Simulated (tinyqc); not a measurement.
From results back to parameters: phonon-assisted absorption at an indirect gap. Four cases, with inputs chosen for the exercise.

Problem. One phonon: alpha = A [N (E - Eg + w)^2 + (N + 1)(E - Eg - w)^2], each term only above its threshold, N = 1/(exp(w/kB Tm) - 1). The first two energies lie below the emission threshold and the third above it.

Constants: kB = 8.617333262e-05 eV/K.

Find: slope sqrt(A N); threshold Eg - w; w; Eg; A.

Method. sqrt(alpha) at the first two energies is a line with slope sqrt(A N) and intercept Eg - w. The excess at the third energy is A N exp(w/kB Tm) (E - (Eg - w) - 2w)^2, which has one root w with the emission threshold between the second and third energies.

Case 1.

Values chosen (out of a larger set: loosely those of AlAs at room temperature; Eg is not tied to T; not measured data): Es = (2.162, 2.214, 2.272) eV (three photon energies); Tm = 400 K.

alpha at the three energies (1/cm): 0.5890283  9.133878  41.50909

Solution.

slope sqrt(A N) = 43.36 1/(cm^(1/2) eV)
threshold Eg - w = 2.1443 eV
w = 43.7 meV
Eg = 2.188 eV
A = 4.8e+03 1/(cm eV^2)

Case 2.

Values chosen (out of a larger set: loosely those of Si at room temperature; Eg is not tied to T; not measured data): Es = (1.086, 1.158, 1.221) eV (three photon energies); Tm = 300 K.

alpha at the three energies (1/cm): 0.2365350  3.982845  17.87235

Solution.

slope sqrt(A N) = 20.96 1/(cm^(1/2) eV)
threshold Eg - w = 1.0628 eV
w = 59.2 meV
Eg = 1.122 eV
A = 3.9e+03 1/(cm eV^2)

Case 3.

Values chosen (out of a larger set: loosely those of Si at room temperature; Eg is not tied to T; not measured data): Es = (1.096, 1.168, 1.231) eV (three photon energies); Tm = 400 K.

alpha at the three energies (1/cm): 0.3415221  5.750647  21.47901

Solution.

slope sqrt(A N) = 25.19 1/(cm^(1/2) eV)
threshold Eg - w = 1.0728 eV
w = 59.2 meV
Eg = 1.132 eV
A = 2.9e+03 1/(cm eV^2)

Case 4.

Values chosen (out of a larger set: loosely those of Si at room temperature; Eg is not tied to T; not measured data): Es = (1.066, 1.134, 1.197) eV (three photon energies); Tm = 400 K.

alpha at the three energies (1/cm): 0.3985211  6.279255  24.36701

Solution.

slope sqrt(A N) = 27.57 1/(cm^(1/2) eV)
threshold Eg - w = 1.0431 eV
w = 56.9 meV
Eg = 1.100 eV
A = 3.2e+03 1/(cm eV^2)

Computed by tinyqc, one run a case: `OMP_NUM_THREADS=1 python tinyqc.py N N+1 out.jsonl` with N = 1650309, 1650367, 1650419, 1650452; one thread of a shared Intel(R) Xeon(R) Processor @ 2.30GHz, about 0.01 s a run at most.
